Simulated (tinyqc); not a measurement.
# Trap density from one capacitance

Problem. Traps spread evenly through the insulator exchange electrons with the semiconductor by tunnelling, with tau(x) = t0 exp(2 ka x) at depth x from the interface. The admittance per area Y seen at depth x obeys dY/dx = -Y^2/(i w eps0 eox) + q Nb ln(1 + i w tau)/tau, with Y(0) = i w Cs and w = 2 pi f; the gate sees Y(tox) = G + i w C. Working variable y = Y/(i w), in uF/cm^2. Cox = eps0 eox/tox. Find Nb and G/w.

Parameters, values chosen for the exercise:
- eox = 21.5 (relative permittivity of the insulator)
- tox = 11 nm (insulator thickness)
- Cs = 1.4 uF/cm^2 (semiconductor capacitance in accumulation)
- ka = 6.4 1/nm (decay constant of the wave function in the insulator)
- t0 = 7e-9 s (time constant of a trap at the interface)
- f = 100 Hz (frequency)

Constants: q = 1.602176634e-19 C, eps0 = 8.8541878128e-14 F/cm where lengths are in cm. Results are converted to the units shown.

C = 0.86938017 uF/cm^2

Solution. C rises steadily with Nb, so one density matches; in practice ka and t0 must come from the frequency dependence.

Nb = 1.900e19 cm^-3 eV^-1
G/w = 0.01111 uF/cm^2

Computed by the program tinyqc: `OMP_NUM_THREADS=1 python tinyqc.py 2202137 2202138 out.jsonl`, one thread of a shared Intel Xeon 2.30GHz, about 0.7 s for the whole run.
